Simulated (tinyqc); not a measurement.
# Changing the Ge fraction x

Model: composition and strain of an epitaxial Si(1-x)Ge(x) layer from Raman and X-ray peaks. Computed by tinyqc, a small Python program. Command: `OMP_NUM_THREADS=1 python tinyqc.py 3007627 3007628 out.jsonl epiraman sweep`. One thread of a shared host (Intel(R) Xeon(R) Processor @ 2.30GHz), about 0.01 s of CPU time with the checks.

A (001) layer, biaxially strained in the plane. The Raman peaks follow empirical lines omega = w0 + c1 x + c3 x^3 + b eps (c3 for Si-Ge alone), with eps the in-plane strain.

Inputs (values chosen for the exercise, modelled on silicon-germanium):
```
quantity,value,unit
degree of relaxation R,0,-
lattice constant of Si,5.431,angstrom
lattice constant of Ge,5.658,angstrom
bowing B,0.027,angstrom
2 C12/C11 of Si,0.767,-
2 C12/C11 of Ge,0.752,-
Si-Si: w0,520.6,1/cm
Si-Si: c1,-68.1,1/cm
Si-Si: strain coefficient b,-687,1/cm
Si-Ge: w0,399.9,1/cm
Si-Ge: c1,23.3,1/cm
Si-Ge: c3,-34.3,1/cm
Si-Ge: strain coefficient b,-597,1/cm
Ge-Ge: w0,280.2,1/cm
Ge-Ge: c1,20.4,1/cm
Ge-Ge: strain coefficient b,-475,1/cm
X-ray wavelength,1.540598,angstrom
```

Substrate: silicon.

Method:
- Relaxed lattice constant a(x) = a_Si + (a_Ge - a_Si) x - B x (1 - x).
- In-plane constant a_par = a_sub + R (a(x) - a_sub); eps = a_par/a(x) - 1; eps_perp = -(2 C12/C11) eps with 2 C12/C11 linear in x; a_perp = a(x) (1 + eps_perp).
- Insert x and eps in the three lines; the strain part is b eps.
- Bragg angle theta = arcsin(2 lambda/a) for (004), for the substrate with a_sub and the layer with a_perp; separation in arc seconds.

One run for each value:
```
Ge fraction x,Si-Si peak (1/cm),Si-Ge peak (1/cm),Ge-Ge peak (1/cm),in-plane strain eps (per mille),"separation, layer less substrate (arcsec)"
0.08,517.2,403.5,283.2,-2.97,-742
0.18,513.0,407.9,287.1,-6.74,-1677
0.29,508.4,412.4,291.3,-10.98,-2714
0.40,503.9,416.2,295.6,-15.29,-3758
0.50,499.8,418.8,299.6,-19.28,-4714
0.60,495.8,420.4,303.5,-23.33,-5673
0.71,491.4,420.8,307.9,-27.85,-6734
0.82,487.1,419.5,312.3,-32.45,-7799
0.92,483.2,416.5,316.4,-36.69,-8769
```

Over the rows, Si-Si peak (1/cm) falls from 517 to 483 (exponent d ln y / d ln x -0.010 between the first rows and -0.070 between the last); Si-Ge peak (1/cm) goes from 404 through a maximum among these rows, 421 at 0.710, to 417; Ge-Ge peak (1/cm) rises from 283 to 316 (exponent d ln y / d ln x 0.017 between the first rows and 0.11 between the last). Composition and strain both change with x. The Si-Si peak moves by -40.5 per cm per unit x on average, against c1 = -68.1 without strain: eps moves towards compression as x grows, which offsets part of the fall, in proportion to 1 - R.

Caution (rows 0.0800, 0.180, 0.820, 0.920): near either end one of the like-atom peaks is weak, since its intensity follows the number of such bonds. Caution (rows 0.600, 0.710, 0.820, 0.920): strains above 2 % survive only in layers a few nanometres thick, and the linear relations lose accuracy.

Extremes, crossings and ranges named in words are read from the listed rows.
